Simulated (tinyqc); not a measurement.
Worked calculation: heavy doping: gap narrowing, degeneracy and the minority density. Values are carried at full precision from step to step, so a last printed digit may differ when a step is redone from the rounded ones.

Empirical narrowing (Slotboom form, constants chosen for the exercise; published fits of this form give the apparent narrowing, here it is taken as the true one): dEg = E0 [ln(N/N0) + sqrt(ln(N/N0)^2 + C)].

Constants: kB = 8.617333262e-05 eV/K; e^2/(4 pi eps0) = 14.39964547 eV angstrom.

Values chosen for the exercise (gap and densities of states near those of Si at this temperature; narrowing constants near the fits for Si; the results hold for these values, not for the real material): N = 5.7e+19 1/cm^3 (ionised donors, equal to the majority density); E0 = 6.82 meV (narrowing scale); N0 = 1.1e+17 1/cm^3 (onset density); C = 0.5 (smoothing constant); Nc = 2.83e+19 1/cm^3 (conduction-band density of states); Eg = 1.134 eV (gap); Nv = 1.11e+19 1/cm^3 (valence-band density of states); T = 300 K; eps = 11.7 (dielectric constant); Mv = 6 (majority valleys).

## Gap narrowing

Evaluate at N.

ln(N/N0) = 6.2503
dEg (empirical fit) = 85.53 meV

Well above N0 each decade of doping adds 2 E0 ln 10 = 31.4 meV.

## Degeneracy of the majority band

F_j(eta) = (1/Gamma(j + 1)) integral_0^infinity x^j dx/(1 + exp(x - eta)), which tends to exp(eta) for eta << 0.

Majority: N = Nc F_1/2(eta), eta the distance of EF beyond the majority band edge in kT. Degeneracy factor gam = F_1/2(eta)/exp(eta). ni0^2 = Nc Nv exp(-Eg/kT); product n p = ni0^2 gam exp(dEg/kT), dEg the true narrowing; apparent narrowing dEa = dEg + kT ln gam; minority density = n p/N.

Solve for eta and form gam.

N/Nc = 2.014
eta = 1.3934
gam = 0.5000

## Product and minority density

Combine both effects.

ni0 = 5.29e+09 1/cm^3
exp(dEg/kT) = 27.3
dEa = 67.6 meV
sqrt(n p) = 1.96e+10 1/cm^3
minority density = 6.71 1/cm^3

Narrowing multiplies the product by 27.3 and degeneracy by 0.500; together they change the minority density by a factor 13.7 against ni0^2/N.

## Two estimates of the size

Two physical estimates, e2 = e^2/(4 pi eps0), N in 1/angstrom^3: exchange shift at the Fermi level, Ex = (e2/eps) kF/pi with kF = (3 pi^2 N/Mv)^(1/3); screened-pair energy (Lanyon-Tuft), Es = (3/4)(e2/eps) qs with qs^2 = (4 pi e2 N/(eps kT)) F_-1/2(eta)/F_1/2(eta).

Evaluate both at N.

kF = 0.06552 1/angstrom
Ex = 25.67 meV
Es = 131.69 meV

Against the fitted dEg = 85.5 meV, Ex is 0.30 and Es 1.54 times as large; each keeps one mechanism only, and Ex assumes a strongly degenerate gas, while here eta is only 1.39.

## Checks

- Minority density against the Boltzmann occupation of the other band at the narrowed gap (1/cm^3): both 6.708.

tinyqc: `OMP_NUM_THREADS=1 python tinyqc.py 1652052 1652053 out.jsonl`; about 0.02 s, one thread, shared Intel(R) Xeon(R) Processor @ 2.30GHz.
